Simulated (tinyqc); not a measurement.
What each parameter does: polytypes by hexagonality, and a cubic inclusion as a quantum well.

Gap: E3 + (E2 - E3) h. Valence top Ev2 h and polarisation P2 h, both counted from 3C; Ec = Ev + gap.

A cubic inclusion of width L = N d in the host (h = 1) is a well of depth V = Ec(host) - Ec(3C). Square well with mass mismatch: k tan(k L/2) = (m_w/m_b) q, k = sqrt(m_w E/c), q = sqrt(m_b (V - E)/c), c = hbar^2/2m0, lowest root. The depth of the level, V - E, is its binding, and the transition to the valence top of the host is gap(host) - (V - E). The step in polarisation gives a field |F| = |P|/(eps eps0) in a thin inclusion, eps0 = 8.8541878e-12 F/m.

Constants: hbar^2/2m0 = 3.80998211 eV angstrom^2.

Parameters, chosen for this exercise (of the order of those of InAs; the results hold for these values, not for the real material):
- E3 = 0.417 eV (gap of the cubic polytype)
- E2 = 0.464 eV (gap of 2H)
- Ev2 = 0.039 eV (valence top of 2H above that of 3C)
- P2 = 0.0023 C/m^2 (spontaneous polarisation of 2H)
- m = (0.027, 0.025) m0 (electron mass along c in the cubic layer and in the host)
- d = 3.505 angstrom (thickness of a double layer)
- eps = 15.2 (dielectric constant)
- N = 24 (double layers in the cubic inclusion)

Well depth, depth of the level, transition without the field and field.

One parameter was then changed.

Results before and after:
```
case     V (eV)  depth (eV)  transition (eV)  |F| (MV/cm)
base     0.0860      0.0395           0.4245        0.171
changed  0.0860      0.0395           0.4245        0.223
```

Which of these changes was made? (a) eps = 16.2; (b) m = (0.032, 0.025) m0; (c) E3 = 0.397 eV; (d) N = 25; (e) E2 = 0.494 eV; (f) P2 = 0.003 C/m^2; (g) Ev2 = 0.069 eV.

Answer: (f) P2 = 0.003 C/m^2. Of the candidates, run in turn, only this one gives the changed row.

All candidates:
```
case                   V (eV)  depth (eV)  transition (eV)  |F| (MV/cm)
base                   0.0860      0.0395           0.4245        0.171
N = 25                 0.0860      0.0411           0.4229        0.171
Ev2 = 0.069 eV         0.1160      0.0610           0.4030        0.171
E3 = 0.397 eV          0.1060      0.0536           0.4104        0.171
E2 = 0.494 eV          0.1160      0.0610           0.4330        0.171
P2 = 0.003 C/m^2       0.0860      0.0395           0.4245        0.223
eps = 16.2             0.0860      0.0395           0.4245        0.160
m = (0.032, 0.025) m0  0.0860      0.0407           0.4233        0.171
```

Program tinyqc; command `OMP_NUM_THREADS=1 python tinyqc.py 1850043 1850044 out.jsonl`; about 0.08 s on one thread of a shared Intel(R) Xeon(R) Processor @ 2.30GHz.
